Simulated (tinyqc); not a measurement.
Lifetime against injection: Shockley-Read-Hall recombination through one deep level.

One level at Et with degeneracy 1: tn = 1/(sn vth Nt), tp = 1/(sp_ vth Nt), n1 = Nc exp((Et - Eg)/kT), p1 = Nv exp(-Et/kT), ni^2 = n1 p1. Equilibrium n0 = Nm, p0 = ni^2/Nm; n = n0 + dn, p = p0 + dn. U = (n p - ni^2)/(tp (n + n1) + tn (p + p1)), lifetime dn/U; emission rates en = sn vth n1, ep = sp_ vth p1.

Constants: kB = 8.617333262e-05 eV/K.

Values chosen for the exercise (gap and densities of states near those of SiC at this temperature; shifted at random, so the results belong to these values and not to a real crystal): Eg = 3.193 eV (gap); Nc = 3.31e+19 1/cm^3 (conduction-band density of states); Nv = 6.09e+19 1/cm^3 (valence-band density of states); T = 450 K; Et = 1.749 eV (recombination level above Ev); Nt = 5e+14 1/cm^3 (defects); sn = 3.7e-16 cm^2 (electron capture cross-section); sp_ = 3.2e-16 cm^2 (hole capture cross-section); vth = 24000000 cm/s (thermal velocity, both carriers); Nm = 5e+15 1/cm^3 (equilibrium electrons for the lifetime steps).

Recombination:

| dn (1/cm^3) | lifetime (microsecond) | U (1/(cm^3 s)) |
|---|---|---|
| 1.0e+11 | 0.2604 | 3.84e+17 |
| 1.0e+12 | 0.2605 | 3.84e+18 |
| 1.0e+13 | 0.2609 | 3.83e+19 |
| 1.0e+14 | 0.2648 | 3.78e+20 |
| 1.0e+15 | 0.2980 | 3.36e+21 |
| 1.0e+16 | 0.4106 | 2.44e+22 |
| 1.0e+17 | 0.4749 | 2.11e+23 |
| 1.0e+18 | 0.4845 | 2.06e+24 |

The lifetime rises from 0.2604 to 0.4845 microsecond; tn + tp = 0.4856. At low injection it is tp (1 + n1/n0) + tn p1/n0 with n1/Nm = 4.5e-13 and p1/Nm = 3.1e-16: re-emission is negligible, so minority capture alone counts. Auger and radiative paths are left out; they cut in at the highest injections, and in a doped direct-gap crystal the radiative one counts at all injections. dn = dp neglects trapped charge, which matters where the traps hold a charge comparable with dn, at low injection and with very unequal cross sections.

Program tinyqc; command `OMP_NUM_THREADS=1 python tinyqc.py 1650684 1650685 out.jsonl`; about 0.01 s on one thread of a shared Intel(R) Xeon(R) Processor @ 2.30GHz.
